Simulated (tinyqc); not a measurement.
Current crowding under a contact, resistor ladder against the transmission-line model: one step of the calculation.

A metal contact of length d and width W on a thin layer of the same width. The metal has no resistance, the sheet resistance under it equals Rsh, and current enters the layer at the front edge x = 0.

Question. Voltages and the share of the current. Cut the contact into n cells of length hc = d/n. Neighbouring cell centres are joined by a = W/(Rsh hc), each centre joins the metal (0 V) by g = W hc/rc, and I enters cell 1 through half a cell: -a v_(i-1) + b_i v_i - a v_(i+1) = I for i = 1 and 0 otherwise, b_i = g + 2 a (g + a at both ends). Rc = v_1/I + 1/(2 a). Cell i passes g v_i to the metal.

Parameters, values chosen for the exercise:
```
symbol,value,unit,meaning
n,10,,cells
I,0.1,mA,current
```

a = 0.055741360 S
g = 0.0089610390 S
b_i, cell 1 to 10 (S): [0.064702399, 0.12044376, 0.12044376, 0.12044376, 0.12044376, 0.12044376, 0.12044376, 0.12044376, 0.12044376, 0.064702399]

Give: v_i; share of the current; Rc of the ladder.

Answer.

v_i, cell 1 to 10 (mV): [3.6696, 2.4655, 1.6578, 1.1166, 0.7548, 0.5145, 0.3568, 0.2565, 0.1974, 0.1701]
share of the current, cell 1 to 10 (%): [32.883, 22.093, 14.855, 10.005, 6.764, 4.610, 3.197, 2.298, 1.769, 1.524]
Rc of the ladder = 45.666 ohm

The first cell passes 32.9 % of the current and the last 1.52 %; an even spread would give 10.0 % each.

Computed by the program tinyqc: `OMP_NUM_THREADS=1 python tinyqc.py 2760093 2760094 out.jsonl`, one thread of a shared Intel Xeon 2.30GHz, about 0.01 s for the whole run.
